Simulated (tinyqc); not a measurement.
# Mass from the capacitance plateau

Question. Once one two-dimensional band is degenerate, Cq = q gv md m0 q/(pi hbar^2) and 1/C_G = 1/Cox + 1/Cq (no traps). Find Cq, md and the oxide-equivalent thickness 3.9 eps0/Cq that it adds.

Values chosen for this exercise:
```
symbol  value  unit            meaning
gv          2        valley degeneracy
```

Constants: q = 1.602176634e-19 C, hbar = 1.054571817e-34 J s, m0 = 9.1093837015e-31 kg, eps0 = 8.8541878128e-14 F/cm where lengths are in cm. Results are converted to the units shown.

C_G on the plateau = 2.5944852 uF/cm^2
Cox = 2.8776110 uF/cm^2

Solution. Removing Cox from the series leaves Cq, which is proportional to gv md.

Cq = 26.37 uF/cm^2
md = 0.1970 m0
added thickness = 0.1310 nm

Numbers from tinyqc (`OMP_NUM_THREADS=1 python tinyqc.py 2200029 2200030 out.jsonl`; about 0.01 s on one thread of a shared Intel Xeon 2.30GHz).
